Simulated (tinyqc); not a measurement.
Resistance of a circular point contact between the ballistic and the diffusive limit: two steps of the calculation.

Two half-spaces of a free-electron metal (one valley, spin 2) meet through a circular opening of radius a in an insulating sheet.

Inputs (values chosen for the exercise): free-electron density n = 1.1e20 cm^-3; mean free path l = 8 nm; radius of the opening a = 43 nm.

Constants: q = 1.602176634e-19 C, hbar = 1.054571817e-34 J s. Results are converted to the units shown.

Task 1. Fermi wave number and resistivity. kF = (3 pi^2 n)^(1/3), resistivity rho = hbar kF/(n q^2 l). Maxwell: RM = rho/(2 a); Sharvin: RS = 4 rho l/(3 pi a^2); interpolation R = RS + gamma RM, gamma = (1 + 0.83 K)/(1 + 1.33 K), K = l/a.

Find: kF; rho; modes (kF a)^2/4.

Result 1.

kF = 1.482 1/nm
rho = 692.0 uohm cm
modes (kF a)^2/4 = 1016

Task 2. Resistances. 

rho = 692.00717 uohm cm

Wanted: RM; RS; gamma; R.

Result 2.

RM = 80.47 ohm
RS = 12.71 ohm
gamma = 0.9254
R = 87.17 ohm

The Sharvin term makes up 14.6 % of R; it equals (h/2q^2) over the number of modes.

tinyqc, about 0.01 s, one thread, Intel Xeon 2.30GHz (shared host): `OMP_NUM_THREADS=1 python tinyqc.py 2760099 2760100 out.jsonl`
